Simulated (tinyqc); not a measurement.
G0W0 on RHF in the sto-3g basis, for H4, spin multiplicity 1, step by step. One step of it, computed by the program tinyqc.

Question. Iteration 2 (converged): orbitals. Diagonalise F' = X^T F X, C = X C', fill 2 alpha and 2 beta electrons from the bottom; D = 2 C_occ C_occ^T. Each column has its largest component positive (the first on a tie).

converged F (hartree):
```
,1H 1s,2H 1s,3H 1s,4H 1s
1H 1s,-0.378507,-0.605958,-0.180181,-0.169679
2H 1s,-0.605958,-0.378507,-0.169679,-0.180181
3H 1s,-0.180181,-0.169679,-0.378507,-0.605958
4H 1s,-0.169679,-0.180181,-0.605958,-0.378507
```

X:
```
,1H 1s,2H 1s,3H 1s,4H 1s
1H 1s,1.261994,-0.471887,-0.100351,0.012065
2H 1s,-0.471887,1.261994,0.012065,-0.100351
3H 1s,-0.100351,0.012065,1.261994,-0.471887
4H 1s,0.012065,-0.100351,-0.471887,1.261994
```

Give: F' = X^T F X; orbital energies; coefficients C; D after iteration 2.

Answer.

F' = X^T F X (hartree):
```
,1,2,3,4
1,0.0587,-0.6321,-0.1021,0.0183
2,-0.6321,0.0587,0.0183,-0.1021
3,-0.1021,0.0183,0.0587,-0.6321
4,0.0183,-0.1021,-0.6321,0.0587
```

orbital energies (hartree): MO1 -0.6572, MO2 -0.4896, MO3 0.5704, MO4 0.8111

coefficients C:
```
,MO1,MO2,MO3,MO4
1H 1s,0.3509,0.4392,0.8107,0.9231
2H 1s,0.3509,0.4392,-0.8107,-0.9231
3H 1s,0.3509,-0.4392,0.8107,-0.9231
4H 1s,0.3509,-0.4392,-0.8107,0.9231
```

D after iteration 2:
```
,1H 1s,2H 1s,3H 1s,4H 1s
1H 1s,0.6321,0.6321,-0.1395,-0.1395
2H 1s,0.6321,0.6321,-0.1395,-0.1395
3H 1s,-0.1395,-0.1395,0.6321,0.6321
4H 1s,-0.1395,-0.1395,0.6321,0.6321
```
